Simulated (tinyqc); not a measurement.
# Tunnelling through a gate dielectric, WKB transmission and Tsu-Esaki current: effects of single changes

Electrons leave the emitter at x = 0. Energies E (motion across the layers) are in eV from the emitter Fermi level; the collector Fermi level lies at -V and offers states at every E. No charge in the dielectric and no image force: F1 = V/t1, U = phi1 - F1 x. With C = hbar^2/(2 m0), kappa = sqrt(m (U - E)/C) where U > E and 0 elsewhere; T(E) = exp(-S), S = 2 times the integral of kappa over x.

Parameters, values chosen for the exercise; dielectric values close to those of zirconium oxide:
```
symbol,value,unit,meaning
T,300,K,temperature
Ef,0.39,eV,Fermi energy of the emitter above its band bottom
me,0.52,m0,emitter mass in the supply function
phi1,1.44,eV,barrier of layer 1 above the emitter Fermi level at zero bias
m1,0.26,m0,tunnelling mass of layer 1
t1,3.7,nm,thickness of layer 1
V,2.2,V,voltage across the dielectric
```

Constants: q = 1.602176634e-19 C, kB = 1.380649e-23 J/K, hbar = 1.054571817e-34 J s, m0 = 9.1093837015e-31 kg, Vt = kB T/q, hbar^2/(2 m0) = 0.0380998212 eV nm^2. Results are converted to the units shown.

Each table varies one quantity; the others keep the values above.

## Effect of the tunnelling mass m1

Each layer adds (2/F) sqrt(m/C) [G(u at its left edge) - G(u at its right edge)] to S, with u = U - E (0 where negative) and G(u) = (2/3) u^1.5. J = J0 times the integral of T(E) N(E) dE, N = ln[(1 + exp(-E/Vt))/(1 + exp((-E - V)/Vt))], J0 = q^2 me m0 kB T/(2 pi^2 hbar^3) (times 1e-4 for A/cm^2 per eV), from E = -Ef to far above the barrier (T = 1 there), by quadrature converged to the digits shown.

Effect of the tunnelling mass m1:

| m1 (m0) | S at E = 0 | T(E = 0) | J (A/cm^2) | mean E of the current (eV) |
|---|---|---|---|---|
| 0.12 | 6.877 | 0.001031 | 1.328e5 | -0.1729 |
| 0.15 | 7.689 | 4.580e-4 | 5.089e4 | -0.1626 |
| 0.2 | 8.878 | 1.394e-4 | 1.269e4 | -0.1476 |
| 0.25 | 9.926 | 4.889e-5 | 3792 | -0.1348 |
| 0.31 | 11.05 | 1.584e-5 | 1051 | -0.1216 |
| 0.4 | 12.56 | 3.526e-6 | 194.9 | -0.1049 |
| 0.5 | 14.04 | 8.010e-7 | 37.92 | -0.08941 |
| 0.63 | 15.76 | 1.435e-7 | 5.848 | -0.07269 |

What does the table show?

J falls from 1.33e5 to 5.85 A/cm^2. S goes as m1^(0.50): kappa is proportional to the square root of the mass.

## A Fowler-Nordheim plot

The thickness is set to t1 = 3.2 nm and V = F t1. The closed formula is J = A F^2 exp(-B/F), A = q^2 me/(16 pi^2 hbar m1 phi1) (A/V^2 with phi1 in volts), B = (4/3) sqrt(m1/C) phi1^1.5 (V/nm), C = hbar^2/(2 m0); it assumes zero temperature, a deep Fermi sea and S linear in E.

Result of one run:

| F (V/nm) | J (A/cm^2) | J by the formula (A/cm^2) | ln(J/F^2), F in V/cm |
|---|---|---|---|
| 0.71 | 2.022e4 | 2.247e4 | -21.64 |

What becomes of these results when the field F is changed from 0.71 to 0.94 V/nm, all else the same?

Result of the changed run:

| F (V/nm) | J (A/cm^2) | J by the formula (A/cm^2) | ln(J/F^2), F in V/cm |
|---|---|---|---|
| 0.94 | 2.335e5 | 3.134e5 | -19.75 |

The whole series:

| F (V/nm) | J (A/cm^2) | J by the formula (A/cm^2) | ln(J/F^2), F in V/cm |
|---|---|---|---|
| 0.6 | 3361 | 3391 | -23.09 |
| 0.71 | 2.022e4 | 2.247e4 | -21.64 |
| 0.83 | 8.520e4 | 1.046e5 | -20.51 |
| 0.94 | 2.335e5 | 3.134e5 | -19.75 |
| 1.06 | 5.570e5 | 8.227e5 | -19.12 |
| 1.17 | 1.062e6 | 1.709e6 | -18.67 |
| 1.29 | 1.899e6 | 3.353e6 | -18.29 |
| 1.4 | 2.972e6 | 5.699e6 | -18.00 |

The slope of ln(J/F^2) against 1/F between the end rows is -5.345 V/nm, against B = 6.019 V/nm; read as B it gives phi1 = 1.33 eV. The integrated current is 0.88 % below the formula in the first row and 48 % below it in the last. In 4 of the 8 rows the field exceeds 10 MV/cm (up to 14.0), more than most dielectrics sustain; the model ignores breakdown. In 4 of the 8 rows S is below 6, where a WKB prefactor of 1 is a rough guess.

Computed by the program tinyqc: `OMP_NUM_THREADS=1 python tinyqc.py 2540095 2540096 out.jsonl`, one thread of a shared Intel Xeon 2.30GHz, about 0.03 s for the whole run.
